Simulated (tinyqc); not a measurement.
UHF in the sto-3g basis, for H4, spin multiplicity 3, step by step. This run ends on a higher stationary point, not on the lowest solution. Computed by tinyqc, a small Python program that keeps every step (integrals from PySCF). Settings: charge = 0, multiplicity = 3, basis = sto-3g, energy threshold = 1e-09, iteration cap = 84, orthogonalisation = symmetric, start = Wolfsberg-Helmholz matrix, DIIS depth = 0, damping = 0.7, method = UHF. Command: `OMP_NUM_THREADS=1 python tinyqc.py 30118 30119 out.jsonl` (the two numbers bound the seeds that draw the settings). One thread of a shared host (Intel(R) Xeon(R) Processor @ 2.60GHz), about 0.1 s of CPU time with the checks. Later iterations appear only in the table of the cycle.

## One-electron integrals

Geometry (angstrom):
```
atom       x       y       z
H     0.0000  0.0000  0.0000
H     0.0000  0.0000  0.7640
H     0.0000  0.0000  1.9350
H     0.0000  0.0000  2.6990
```

Basis sto-3g: exponents (1/bohr^2) and contraction coefficients of normalised primitives:
```
element  l (shell)  exponent  coefficient
H            s (1)    3.4253       0.1543
H            s (1)    0.6239       0.5353
H            s (1)    0.1689       0.4446
```

Overlap, kinetic and nuclear-attraction integrals over the contracted functions; the nuclear repulsion is the sum of Za Zb / Rab.

nuclear repulsion = 2.580200 hartree

overlap S, order 1H 1s, 2H 1s, 3H 1s, 4H 1s:
```
[[1.0000, 0.6442, 0.1325, 0.0338],
 [0.6442, 1.0000, 0.4018, 0.1325],
 [0.1325, 0.4018, 1.0000, 0.6442],
 [0.0338, 0.1325, 0.6442, 1.0000]]
```

kinetic energy T (hartree), order 1H 1s, 2H 1s, 3H 1s, 4H 1s:
```
[[0.7600, 0.2229, -0.0092, -0.0092],
 [0.2229, 0.7600, 0.0595, -0.0092],
 [-0.0092, 0.0595, 0.7600, 0.2229],
 [-0.0092, -0.0092, 0.2229, 0.7600]]
```

nuclear attraction V (hartree), order 1H 1s, 2H 1s, 3H 1s, 4H 1s:
```
[[-2.3351, -1.5234, -0.2866, -0.0704],
 [-1.5234, -2.5838, -0.9171, -0.2866],
 [-0.2866, -0.9171, -2.5838, -1.5234],
 [-0.0704, -0.2866, -1.5234, -2.3351]]
```

core Hamiltonian H = T + V (hartree), order 1H 1s, 2H 1s, 3H 1s, 4H 1s:
```
[[-1.5750, -1.3005, -0.2958, -0.0797],
 [-1.3005, -1.8238, -0.8576, -0.2958],
 [-0.2958, -0.8576, -1.8238, -1.3005],
 [-0.0797, -0.2958, -1.3005, -1.5750]]
```

## Two-electron integrals

Functions are numbered as in S; the eight-fold symmetry (ij|kl) = (ji|kl) = (kl|ij) leaves the list below.

Two-electron integrals (ij|kl) in chemists' order, unique and non-zero (hartree):
```
(11|11) 0.7746   (21|11) 0.4310   (21|21) 0.2820   (22|11) 0.5610
(22|21) 0.4310   (22|22) 0.7746   (31|11) 0.0631   (31|21) 0.0455
(31|22) 0.0784   (31|31) 0.0092   (32|11) 0.1542   (32|21) 0.1234
(32|22) 0.2375   (32|31) 0.0288   (32|32) 0.0991   (33|11) 0.2723
(33|21) 0.2172   (33|22) 0.4260   (33|31) 0.0631   (33|32) 0.2375
(33|33) 0.7746   (41|11) 0.0132   (41|21) 0.0098   (41|22) 0.0175
(41|31) 0.0022   (41|32) 0.0071   (41|33) 0.0175   (41|41) 0.0005
(42|11) 0.0417   (42|21) 0.0330   (42|22) 0.0631   (42|31) 0.0082
(42|32) 0.0288   (42|33) 0.0784   (42|41) 0.0022   (42|42) 0.0092
(43|11) 0.1477   (43|21) 0.1144   (43|22) 0.2172   (43|31) 0.0330
(43|32) 0.1234   (43|33) 0.4310   (43|41) 0.0098   (43|42) 0.0455
(43|43) 0.2820   (44|11) 0.1960   (44|21) 0.1477   (44|22) 0.2723
(44|31) 0.0417   (44|32) 0.1542   (44|33) 0.5610   (44|41) 0.0132
(44|42) 0.0631   (44|43) 0.4310   (44|44) 0.7746
```

## Orthogonalisation

S = U s U^T; symmetric (Loewdin) form X = U s^(-1/2) U^T, so that X^T S X = 1.

eigenvalues of S: [0.2384, 0.4196, 1.3260, 2.0160]

X, order 1H 1s, 2H 1s, 3H 1s, 4H 1s:
```
[[1.2397, -0.4817, 0.0732, -0.0189],
 [-0.4817, 1.3425, -0.3152, 0.0732],
 [0.0732, -0.3152, 1.3425, -0.4817],
 [-0.0189, 0.0732, -0.4817, 1.2397]]
```

## Starting guess

The start is the generalised Wolfsberg-Helmholz matrix (K = 1.75) built on H; D(s) = C_occ C_occ^T for each spin.

D(alpha) at the start, order 1H 1s, 2H 1s, 3H 1s, 4H 1s:
```
[[1.0568, -0.2739, -0.6443, 0.6004],
 [-0.2739, 0.7614, 0.4607, -0.6443],
 [-0.6443, 0.4607, 0.7614, -0.2739],
 [0.6004, -0.6443, -0.2739, 1.0568]]
```

D(beta) at the start, order 1H 1s, 2H 1s, 3H 1s, 4H 1s:
```
[[0.0600, 0.1076, 0.1076, 0.0600],
 [0.1076, 0.1932, 0.1932, 0.1076],
 [0.1076, 0.1932, 0.1932, 0.1076],
 [0.0600, 0.1076, 0.1076, 0.0600]]
```

## Iteration 1: building the Fock matrix

J_ij = sum D_kl (ij|kl) with D = D(alpha) + D(beta), K_ij = sum D_kl (ik|jl) for each spin; F = H + J - K(s); E = tr D H + tr D J / 2 - 0.5 sum_s tr D(s) K(s) + E_nn.

Coulomb J (hartree), order 1H 1s, 2H 1s, 3H 1s, 4H 1s:
```
[[1.7935, 1.2233, 0.2480, 0.0617],
 [1.2233, 2.0429, 0.7929, 0.2480],
 [0.2480, 0.7929, 2.0429, 1.2233],
 [0.0617, 0.2480, 1.2233, 1.7935]]
```

exchange K(alpha) (hartree), order 1H 1s, 2H 1s, 3H 1s, 4H 1s:
```
[[0.7673, 0.5355, 0.0943, 0.0312],
 [0.5355, 0.7391, 0.3458, 0.0943],
 [0.0943, 0.3458, 0.7391, 0.5355],
 [0.0312, 0.0943, 0.5355, 0.7673]]
```

exchange K(beta) (hartree), order 1H 1s, 2H 1s, 3H 1s, 4H 1s:
```
[[0.2308, 0.2762, 0.1672, 0.0932],
 [0.2762, 0.4211, 0.3024, 0.1672],
 [0.1672, 0.3024, 0.4211, 0.2762],
 [0.0932, 0.1672, 0.2762, 0.2308]]
```

F(alpha) (hartree), order 1H 1s, 2H 1s, 3H 1s, 4H 1s:
```
[[-0.5488, -0.6127, -0.1421, -0.0492],
 [-0.6127, -0.5200, -0.4105, -0.1421],
 [-0.1421, -0.4105, -0.5200, -0.6127],
 [-0.0492, -0.1421, -0.6127, -0.5488]]
```

F(beta) (hartree), order 1H 1s, 2H 1s, 3H 1s, 4H 1s:
```
[[-0.0124, -0.3534, -0.2150, -0.1112],
 [-0.3534, -0.2019, -0.3671, -0.2150],
 [-0.2150, -0.3671, -0.2019, -0.3534],
 [-0.1112, -0.2150, -0.3534, -0.0124]]
```

total energy of this density = -1.698822 hartree

This density is the starting one.

## Iteration 1: diagonalisation and new density

Diagonalise F' = X^T F X, C = X C', fill 3 alpha and 1 beta electrons from the bottom; D(s) = C_occ C_occ^T; the new density keeps 0.7 of the old one (damping). Each column has its largest component positive (the first on a tie).

F' = X^T F X (alpha) (hartree):
```
[[-0.2308, -0.5304, 0.1466, -0.0630],
 [-0.5304, -0.0186, -0.4298, 0.1466],
 [0.1466, -0.4298, -0.0186, -0.5304],
 [-0.0630, 0.1466, -0.5304, -0.2308]]
```

orbital energies (alpha) (hartree): [-0.7626, -0.6147, 0.0204, 0.8580]

coefficients C (alpha), order 1H 1s, 2H 1s, 3H 1s, 4H 1s:
```
[[0.3234, 0.5266, 0.8509, -0.8177],
 [0.3791, 0.3182, -0.6837, 1.1945],
 [0.3791, -0.3182, -0.6837, -1.1945],
 [0.3234, -0.5266, 0.8509, 0.8177]]
```

F' = X^T F X (beta) (hartree):
```
[[0.3442, -0.5298, 0.0225, -0.0564],
 [-0.5298, 0.2974, -0.4416, 0.0225],
 [0.0225, -0.4416, 0.2974, -0.5298],
 [-0.0564, 0.0225, -0.5298, 0.3442]]
```

orbital energies (beta) (hartree): [-0.4796, -0.0078, 0.6232, 1.1474]

coefficients C (beta), order 1H 1s, 2H 1s, 3H 1s, 4H 1s:
```
[[0.2351, 0.4822, 0.8794, -0.8447],
 [0.4467, 0.3815, -0.6415, 1.1758],
 [0.4467, -0.3815, -0.6415, -1.1758],
 [0.2351, -0.4822, 0.8794, 0.8447]]
```

D(alpha) after iteration 1, order 1H 1s, 2H 1s, 3H 1s, 4H 1s:
```
[[1.0716, -0.2792, -0.6390, 0.5857],
 [-0.2792, 0.7467, 0.4755, -0.6390],
 [-0.6390, 0.4755, 0.7467, -0.2792],
 [0.5857, -0.6390, -0.2792, 1.0716]]
```

D(beta) after iteration 1, order 1H 1s, 2H 1s, 3H 1s, 4H 1s:
```
[[0.0586, 0.1069, 0.1069, 0.0586],
 [0.1069, 0.1951, 0.1951, 0.1069],
 [0.1069, 0.1951, 0.1951, 0.1069],
 [0.0586, 0.1069, 0.1069, 0.0586]]
```

## Iteration 2: building the Fock matrix

As before.

Coulomb J (hartree), order 1H 1s, 2H 1s, 3H 1s, 4H 1s:
```
[[1.7944, 1.2224, 0.2477, 0.0616],
 [1.2224, 2.0394, 0.7915, 0.2477],
 [0.2477, 0.7915, 2.0394, 1.2224],
 [0.0616, 0.2477, 1.2224, 1.7944]]
```

exchange K(alpha) (hartree), order 1H 1s, 2H 1s, 3H 1s, 4H 1s:
```
[[0.7716, 0.5341, 0.0949, 0.0306],
 [0.5341, 0.7337, 0.3466, 0.0949],
 [0.0949, 0.3466, 0.7337, 0.5341],
 [0.0306, 0.0949, 0.5341, 0.7716]]
```

exchange K(beta) (hartree), order 1H 1s, 2H 1s, 3H 1s, 4H 1s:
```
[[0.2297, 0.2759, 0.1672, 0.0929],
 [0.2759, 0.4221, 0.3033, 0.1672],
 [0.1672, 0.3033, 0.4221, 0.2759],
 [0.0929, 0.1672, 0.2759, 0.2297]]
```

F(alpha) (hartree), order 1H 1s, 2H 1s, 3H 1s, 4H 1s:
```
[[-0.5522, -0.6122, -0.1430, -0.0487],
 [-0.6122, -0.5181, -0.4127, -0.1430],
 [-0.1430, -0.4127, -0.5181, -0.6122],
 [-0.0487, -0.1430, -0.6122, -0.5522]]
```

F(beta) (hartree), order 1H 1s, 2H 1s, 3H 1s, 4H 1s:
```
[[-0.0103, -0.3540, -0.2154, -0.1110],
 [-0.3540, -0.2066, -0.3694, -0.2154],
 [-0.2154, -0.3694, -0.2066, -0.3540],
 [-0.1110, -0.2154, -0.3540, -0.0103]]
```

total energy of this density = -1.700531 hartree

This density is a damped mixture and is not idempotent.

## Iteration 2: diagonalisation and new density

As before.

F' = X^T F X (alpha) (hartree):
```
[[-0.2362, -0.5288, 0.1459, -0.0615],
 [-0.5288, -0.0151, -0.4337, 0.1459],
 [0.1459, -0.4337, -0.0151, -0.5288],
 [-0.0615, 0.1459, -0.5288, -0.2362]]
```

orbital energies (alpha) (hartree): [-0.7635, -0.6152, 0.0170, 0.8590]

coefficients C (alpha), order 1H 1s, 2H 1s, 3H 1s, 4H 1s:
```
[[0.3251, 0.5308, 0.8503, -0.8150],
 [0.3777, 0.3121, -0.6844, 1.1961],
 [0.3777, -0.3121, -0.6844, -1.1961],
 [0.3251, -0.5308, 0.8503, 0.8150]]
```

F' = X^T F X (beta) (hartree):
```
[[0.3471, -0.5295, 0.0226, -0.0562],
 [-0.5295, 0.2917, -0.4420, 0.0226],
 [0.0226, -0.4420, 0.2917, -0.5295],
 [-0.0562, 0.0226, -0.5295, 0.3471]]
```

orbital energies (beta) (hartree): [-0.4825, -0.0078, 0.6232, 1.1449]

coefficients C (beta), order 1H 1s, 2H 1s, 3H 1s, 4H 1s:
```
[[0.2316, 0.4795, 0.8803, -0.8462],
 [0.4492, 0.3853, -0.6397, 1.1745],
 [0.4492, -0.3853, -0.6397, -1.1745],
 [0.2316, -0.4795, 0.8803, 0.8462]]
```

D(alpha) after iteration 2, order 1H 1s, 2H 1s, 3H 1s, 4H 1s:
```
[[1.0832, -0.2835, -0.6348, 0.5740],
 [-0.2835, 0.7352, 0.4869, -0.6348],
 [-0.6348, 0.4869, 0.7352, -0.2835],
 [0.5740, -0.6348, -0.2835, 1.0832]]
```

D(beta) after iteration 2, order 1H 1s, 2H 1s, 3H 1s, 4H 1s:
```
[[0.0571, 0.1060, 0.1060, 0.0571],
 [0.1060, 0.1971, 0.1971, 0.1060],
 [0.1060, 0.1971, 0.1971, 0.1060],
 [0.0571, 0.1060, 0.1060, 0.0571]]
```

## Iteration 3: building the Fock matrix

As before.

Coulomb J (hartree), order 1H 1s, 2H 1s, 3H 1s, 4H 1s:
```
[[1.7950, 1.2217, 0.2475, 0.0615],
 [1.2217, 2.0368, 0.7905, 0.2475],
 [0.2475, 0.7905, 2.0368, 1.2217],
 [0.0615, 0.2475, 1.2217, 1.7950]]
```

exchange K(alpha) (hartree), order 1H 1s, 2H 1s, 3H 1s, 4H 1s:
```
[[0.7749, 0.5329, 0.0953, 0.0301],
 [0.5329, 0.7294, 0.3471, 0.0953],
 [0.0953, 0.3471, 0.7294, 0.5329],
 [0.0301, 0.0953, 0.5329, 0.7749]]
```

exchange K(beta) (hartree), order 1H 1s, 2H 1s, 3H 1s, 4H 1s:
```
[[0.2284, 0.2756, 0.1672, 0.0926],
 [0.2756, 0.4233, 0.3043, 0.1672],
 [0.1672, 0.3043, 0.4233, 0.2756],
 [0.0926, 0.1672, 0.2756, 0.2284]]
```

F(alpha) (hartree), order 1H 1s, 2H 1s, 3H 1s, 4H 1s:
```
[[-0.5550, -0.6117, -0.1437, -0.0482],
 [-0.6117, -0.5164, -0.4143, -0.1437],
 [-0.1437, -0.4143, -0.5164, -0.6117],
 [-0.0482, -0.1437, -0.6117, -0.5550]]
```

F(beta) (hartree), order 1H 1s, 2H 1s, 3H 1s, 4H 1s:
```
[[-0.0085, -0.3544, -0.2156, -0.1107],
 [-0.3544, -0.2103, -0.3714, -0.2156],
 [-0.2156, -0.3714, -0.2103, -0.3544],
 [-0.1107, -0.2156, -0.3544, -0.0085]]
```

total energy of this density = -1.701944 hartree

This density is a damped mixture and is not idempotent.

## Iteration 3: diagonalisation and new density

As before.

F' = X^T F X (alpha) (hartree):
```
[[-0.2406, -0.5275, 0.1454, -0.0603],
 [-0.5275, -0.0121, -0.4367, 0.1454],
 [0.1454, -0.4367, -0.0121, -0.5275],
 [-0.0603, 0.1454, -0.5275, -0.2406]]
```

orbital energies (alpha) (hartree): [-0.7641, -0.6156, 0.0143, 0.8599]

coefficients C (alpha), order 1H 1s, 2H 1s, 3H 1s, 4H 1s:
```
[[0.3266, 0.5341, 0.8497, -0.8129],
 [0.3765, 0.3072, -0.6851, 1.1973],
 [0.3765, -0.3072, -0.6851, -1.1973],
 [0.3266, -0.5341, 0.8497, 0.8129]]
```

F' = X^T F X (beta) (hartree):
```
[[0.3496, -0.5292, 0.0228, -0.0559],
 [-0.5292, 0.2872, -0.4425, 0.0228],
 [0.0228, -0.4425, 0.2872, -0.5292],
 [-0.0559, 0.0228, -0.5292, 0.3496]]
```

orbital energies (beta) (hartree): [-0.4848, -0.0077, 0.6232, 1.1430]

coefficients C (beta), order 1H 1s, 2H 1s, 3H 1s, 4H 1s:
```
[[0.2286, 0.4773, 0.8811, -0.8475],
 [0.4514, 0.3883, -0.6382, 1.1735],
 [0.4514, -0.3883, -0.6382, -1.1735],
 [0.2286, -0.4773, 0.8811, 0.8475]]
```

D(alpha) after iteration 3, order 1H 1s, 2H 1s, 3H 1s, 4H 1s:
```
[[1.0924, -0.2869, -0.6313, 0.5648],
 [-0.2869, 0.7263, 0.4958, -0.6313],
 [-0.6313, 0.4958, 0.7263, -0.2869],
 [0.5648, -0.6313, -0.2869, 1.0924]]
```

D(beta) after iteration 3, order 1H 1s, 2H 1s, 3H 1s, 4H 1s:
```
[[0.0556, 0.1052, 0.1052, 0.0556],
 [0.1052, 0.1991, 0.1991, 0.1052],
 [0.1052, 0.1991, 0.1991, 0.1052],
 [0.0556, 0.1052, 0.1052, 0.0556]]
```

## Iteration 4: building the Fock matrix

As before.

Coulomb J (hartree), order 1H 1s, 2H 1s, 3H 1s, 4H 1s:
```
[[1.7954, 1.2212, 0.2473, 0.0615],
 [1.2212, 2.0349, 0.7898, 0.2473],
 [0.2473, 0.7898, 2.0349, 1.2212],
 [0.0615, 0.2473, 1.2212, 1.7954]]
```

exchange K(alpha) (hartree), order 1H 1s, 2H 1s, 3H 1s, 4H 1s:
```
[[0.7775, 0.5320, 0.0956, 0.0297],
 [0.5320, 0.7260, 0.3476, 0.0956],
 [0.0956, 0.3476, 0.7260, 0.5320],
 [0.0297, 0.0956, 0.5320, 0.7775]]
```

exchange K(beta) (hartree), order 1H 1s, 2H 1s, 3H 1s, 4H 1s:
```
[[0.2271, 0.2753, 0.1672, 0.0923],
 [0.2753, 0.4244, 0.3052, 0.1672],
 [0.1672, 0.3052, 0.4244, 0.2753],
 [0.0923, 0.1672, 0.2753, 0.2271]]
```

F(alpha) (hartree), order 1H 1s, 2H 1s, 3H 1s, 4H 1s:
```
[[-0.5572, -0.6114, -0.1442, -0.0479],
 [-0.6114, -0.5149, -0.4154, -0.1442],
 [-0.1442, -0.4154, -0.5149, -0.6114],
 [-0.0479, -0.1442, -0.6114, -0.5572]]
```

F(beta) (hartree), order 1H 1s, 2H 1s, 3H 1s, 4H 1s:
```
[[-0.0068, -0.3546, -0.2158, -0.1105],
 [-0.3546, -0.2132, -0.3730, -0.2158],
 [-0.2158, -0.3730, -0.2132, -0.3546],
 [-0.1105, -0.2158, -0.3546, -0.0068]]
```

total energy of this density = -1.703077 hartree

This density is a damped mixture and is not idempotent.

## Iteration 4: diagonalisation and new density

As before.

F' = X^T F X (alpha) (hartree):
```
[[-0.2441, -0.5265, 0.1449, -0.0594],
 [-0.5265, -0.0096, -0.4391, 0.1449],
 [0.1449, -0.4391, -0.0096, -0.5265],
 [-0.0594, 0.1449, -0.5265, -0.2441]]
```

orbital energies (alpha) (hartree): [-0.7645, -0.6160, 0.0123, 0.8607]

coefficients C (alpha), order 1H 1s, 2H 1s, 3H 1s, 4H 1s:
```
[[0.3279, 0.5368, 0.8492, -0.8111],
 [0.3754, 0.3033, -0.6857, 1.1983],
 [0.3754, -0.3033, -0.6857, -1.1983],
 [0.3279, -0.5368, 0.8492, 0.8111]]
```

F' = X^T F X (beta) (hartree):
```
[[0.3518, -0.5289, 0.0230, -0.0556],
 [-0.5289, 0.2835, -0.4431, 0.0230],
 [0.0230, -0.4431, 0.2835, -0.5289],
 [-0.0556, 0.0230, -0.5289, 0.3518]]
```

orbital energies (beta) (hartree): [-0.4867, -0.0075, 0.6232, 1.1415]

coefficients C (beta), order 1H 1s, 2H 1s, 3H 1s, 4H 1s:
```
[[0.2260, 0.4755, 0.8818, -0.8484],
 [0.4533, 0.3908, -0.6369, 1.1727],
 [0.4533, -0.3908, -0.6369, -1.1727],
 [0.2260, -0.4755, 0.8818, 0.8484]]
```

D(alpha) after iteration 4, order 1H 1s, 2H 1s, 3H 1s, 4H 1s:
```
[[1.0997, -0.2898, -0.6285, 0.5575],
 [-0.2898, 0.7193, 0.5028, -0.6285],
 [-0.6285, 0.5028, 0.7193, -0.2898],
 [0.5575, -0.6285, -0.2898, 1.0997]]
```

D(beta) after iteration 4, order 1H 1s, 2H 1s, 3H 1s, 4H 1s:
```
[[0.0543, 0.1044, 0.1044, 0.0543],
 [0.1044, 0.2010, 0.2010, 0.1044],
 [0.1044, 0.2010, 0.2010, 0.1044],
 [0.0543, 0.1044, 0.1044, 0.0543]]
```

## Iteration 48 (converged): orbitals

converged F(alpha) (hartree), order 1H 1s, 2H 1s, 3H 1s, 4H 1s:
```
[[-0.5667, -0.6091, -0.1460, -0.0466],
 [-0.6091, -0.5060, -0.4187, -0.1460],
 [-0.1460, -0.4187, -0.5060, -0.6091],
 [-0.0466, -0.1460, -0.6091, -0.5667]]
```

converged F(beta) (hartree), order 1H 1s, 2H 1s, 3H 1s, 4H 1s:
```
[[0.0032, -0.3537, -0.2160, -0.1084],
 [-0.3537, -0.2259, -0.3815, -0.2160],
 [-0.2160, -0.3815, -0.2259, -0.3537],
 [-0.1084, -0.2160, -0.3537, 0.0032]]
```

Diagonalise F' = X^T F X, C = X C', fill 3 alpha and 1 beta electrons from the bottom; D(s) = C_occ C_occ^T. Each column has its largest component positive (the first on a tie).

F' = X^T F X (alpha) (hartree):
```
[[-0.2595, -0.5222, 0.1430, -0.0557],
 [-0.5222, 0.0037, -0.4482, 0.1430],
 [0.1430, -0.4482, 0.0037, -0.5222],
 [-0.0557, 0.1430, -0.5222, -0.2595]]
```

orbital energies (alpha) (hartree): [-0.7645, -0.6176, 0.0048, 0.8656]

coefficients C (alpha), order 1H 1s, 2H 1s, 3H 1s, 4H 1s:
```
[[0.3360, 0.5485, 0.8460, -0.8032],
 [0.3689, 0.2858, -0.6892, 1.2026],
 [0.3689, -0.2858, -0.6892, -1.2026],
 [0.3360, -0.5485, 0.8460, 0.8032]]
```

F' = X^T F X (beta) (hartree):
```
[[0.3635, -0.5264, 0.0243, -0.0535],
 [-0.5264, 0.2673, -0.4479, 0.0243],
 [0.0243, -0.4479, 0.2673, -0.5264],
 [-0.0535, 0.0243, -0.5264, 0.3635]]
```

orbital energies (beta) (hartree): [-0.4941, -0.0045, 0.6235, 1.1366]

coefficients C (beta), order 1H 1s, 2H 1s, 3H 1s, 4H 1s:
```
[[0.2123, 0.4683, 0.8852, -0.8525],
 [0.4632, 0.4008, -0.6297, 1.1694],
 [0.4632, -0.4008, -0.6297, -1.1694],
 [0.2123, -0.4683, 0.8852, 0.8525]]
```

D(alpha) after iteration 48, order 1H 1s, 2H 1s, 3H 1s, 4H 1s:
```
[[1.1295, -0.3023, -0.6159, 0.5278],
 [-0.3023, 0.6928, 0.5294, -0.6159],
 [-0.6159, 0.5294, 0.6928, -0.3023],
 [0.5278, -0.6159, -0.3023, 1.1295]]
```

D(beta) after iteration 48, order 1H 1s, 2H 1s, 3H 1s, 4H 1s:
```
[[0.0451, 0.0983, 0.0983, 0.0451],
 [0.0983, 0.2145, 0.2145, 0.0983],
 [0.0983, 0.2145, 0.2145, 0.0983],
 [0.0451, 0.0983, 0.0983, 0.0451]]
```

## Convergence

Stop when the energy changes by less than 1e-09 hartree and every element of the error matrix X^T (F D S - S D F) X (for each spin) is below 9e-06.

Course of the cycle:
```
iteration  E (hartree)     change  largest element of the error matrix
1            -1.698822          -                             4.31e-02
2            -1.700531  -1.71e-03                             3.39e-02
3            -1.701944  -1.41e-03                             2.68e-02
4            -1.703077  -1.13e-03                             2.12e-02
5            -1.703967  -8.90e-04                             1.68e-02
6            -1.704655  -6.88e-04                             1.34e-02
7            -1.705180  -5.25e-04                             1.07e-02
8            -1.705578  -3.98e-04                             8.53e-03
9            -1.705876  -2.98e-04                             6.84e-03
10           -1.706099  -2.23e-04                             5.50e-03
11           -1.706264  -1.65e-04                             4.43e-03
12           -1.706386  -1.22e-04                             3.57e-03
13           -1.706476  -8.98e-05                             2.89e-03
14           -1.706542  -6.59e-05                             2.34e-03
...                ...        ...                                  ...
35           -1.706717  -6.53e-08                             3.87e-05
36           -1.706717  -4.65e-08                             3.22e-05
37           -1.706717  -3.31e-08                             2.67e-05
38           -1.706717  -2.35e-08                             2.22e-05
39           -1.706717  -1.67e-08                             1.84e-05
40           -1.706718  -1.19e-08                             1.53e-05
41           -1.706718  -8.43e-09                             1.27e-05
42           -1.706718  -5.98e-09                             1.05e-05
43           -1.706718  -4.24e-09                             8.75e-06
44           -1.706718  -3.01e-09                             7.26e-06
45           -1.706718  -2.13e-09                             6.03e-06
46           -1.706718  -1.51e-09                             5.00e-06
47           -1.706718  -1.07e-09                             4.15e-06
48           -1.706718  -7.58e-10                             3.44e-06
```

PySCF UHF in the same basis, after a stability check = -1.708414 hartree

Converged in 48 iterations. But the solution lies 0.00170 hartree above the reference: it is another stationary point, not the lowest one. Reruns (cap 100 unless said): DIIS 8: converged in 6 to a higher stationary point; damping 0.5: converged in 27 to a higher stationary point; level shift 0.5: converged in 17 to a higher stationary point; atomic densities as start, DIIS 8: converged in 8 to a higher stationary point.

## Populations, bond orders and dipole

Mulliken: Z minus the diagonal of D S on the atom; Loewdin: the same with S^(1/2) D S^(1/2); Mayer order: 2 sum_s sum (D(s) S)_ij (D(s) S)_ji over the two atoms.

Charges (e):
```
atom  Mulliken  Loewdin  Mulliken spin
1H      0.0062  -0.0008         0.7480
2H     -0.0062   0.0008         0.2520
3H     -0.0062   0.0008         0.2520
4H      0.0062  -0.0008         0.7480
```

Mayer bond orders:
```
pair   order
2-1   0.1885
3-1   0.1885
3-2   0.5595
4-1   0.0636
4-2   0.1885
4-3   0.1885
```

dipole moment about the origin, x y z (debye): [0.0000, 0.0000, 0.0000]

<S^2> of the determinant (pure state: 2) = 2.0000
